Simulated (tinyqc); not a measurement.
From results to parameters: two-site tight-binding chain. Computed by the program tinyqc.

Problem. A two-site chain has site energies +delta (A) and -delta (B) and hoppings t1 > t2 > 0, so E = +/- sqrt(delta^2 + |t1 + t2 exp(-ika)|^2). Find delta, t1 and t2.

upper band at k = 0 = 2.895583 eV
upper band at the zone edge = 0.360555 eV
weight of the upper band on site A at the zone edge = 0.916025

Solution. The weight on A is (1 + delta/E)/2, which gives delta; then t1 + t2 = sqrt(E(0)^2 - delta^2) and t1 - t2 = sqrt(E(edge)^2 - delta^2).

delta, t1, t2 (eV): 0.3000  1.5400  1.3400
